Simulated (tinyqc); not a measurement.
Gate length: charge control and current of a heterostructure field-effect transistor. Computed by tinyqc, a small Python program. Command: `OMP_NUM_THREADS=1 python tinyqc.py 3026193 3026194 out.jsonl hemt walk`. One thread of a shared host (Intel(R) Xeon(R) Processor @ 2.30GHz), about 0.01 s of CPU time with the checks.

Two subbands in a triangular well; E_F is counted from the conduction band edge of the channel at the interface.

Inputs (values chosen for the exercise, modelled on AlGaAs/GaAs):
```
quantity                                  value        unit
channel mass m                            0.064         m_0
permittivity eps (barrier and channel)     12.8           -
barrier thickness d                          38          nm
Schottky barrier phi_B                     0.88          eV
conduction band offset dE_c                0.32          eV
delta-doping density N_d                3.6e+12      1/cm^2
gate voltage V_G                          -0.16           V
mobility mu                                8400  cm^2/(V s)
saturation velocity v_s                     1.8    1e7 cm/s
gate length L                                81          nm
source resistance R_S                         0      ohm mm
temperature T                               300           K
mixing                                      0.5           -
iteration cap                               200           -
spacer between delta layer and channel      2.1          nm
```

Charge source: delta doping. Velocity law: smooth.

Constants: e = 1.602176634e-19 C; eps_0 = 8.8541878128e-12 F/m; k_B = 8.617333262e-05 eV/K; hbar = 1.054571817e-34 J s; m_0 = 9.1093837015e-31 kg; k_B = 1.380649e-23 J/K.

Method:
- Threshold V_T = phi_B - dE_c - e N_d (d - spacer)/(eps eps_0) (in volts); C_b = eps eps_0/d.
- Charge control: n_s = C_b (V_G - V_T - E_F/e)/e. Well: mean field F = e n_s/(2 eps eps_0), E_i = (hbar^2/2m)^(1/3) [(3 pi e F/2)(i + 3/4)]^(2/3), i = 0, 1; n_s = D k_B T sum_i ln(1 + exp((E_F - E_i)/k_B T)), D = m/(pi hbar^2), which is solved in closed form for E_F.
- Iteration from n_s = C_b (V_G - V_T)/(2e): E_F from n_s, n_out from the charge control, n_new = n_s + mixing (n_out - n_s), kept above n_s/10; stop when |n_out/n_s - 1| < 1e-9.
- C_g = e dn_s/dV_G = 1/(1/C_b + 1/C_q), 1/C_q = d(E_F/e)/d(e n_s) by a central difference of +/- 0.1 % in n_s; added distance dd = eps eps_0/C_q.
- With V = e n_s/C_g and V_c = v_s L/mu: for v = mu F/(1 + mu F/v_s), V_Dsat = V_c (sqrt(1 + 2V/V_c) - 1) and I/W = C_g v_s (V - V_Dsat); g_m = dI/dV; extrinsic g_m/(1 + g_m R_S); f_T = g_m/(2 pi C_g L).

sheet density n_s = 1.76362e+12 1/cm^2

gate capacitance C_g = 0.260095 microfarad/cm^2

V = 1.08639 V

Scaling; the last columns are v_s/(2 pi L) and mu V/(2 pi L^2):
```
L (nm)  I/W (mA/mm)  g_m (mS/mm)  extrinsic g_m (mS/mm)   f_T (GHz)  velocity limit (GHz)  mobility limit (GHz)
30           456.21       442.74                 442.74  9.0306e+02                954.93            1.6138e+05
60           436.15       432.26                 432.26  4.4084e+02                477.46            4.0344e+04
120          409.34       417.54                 417.54  2.1291e+02                238.73            1.0086e+04
250          372.01       395.55                 395.55  9.6816e+01                114.59            2.3238e+03
500          327.38       366.68                 366.68  4.4875e+01                 57.30            5.8096e+02
1000         274.10       327.90                 327.90  2.0065e+01                 28.65            1.4524e+02
2000         214.93       278.14                 278.14  8.5099e+00                 14.32            3.6310e+01
5000         137.38       199.12                 199.12  2.4369e+00                  5.73            5.8096e+00
```

f_T scales as L^-1.03 at the short end and L^-1.36 at the long end; the two limits cross at L = mu V/v_s = 5070 nm. g_m tends to C_g v_s = 468 mS/mm. Fringe capacitances and short-channel effects, left out, lower f_T once L is below about ten barrier thicknesses.

Extremes, crossings and ranges named in words are read from the listed rows.
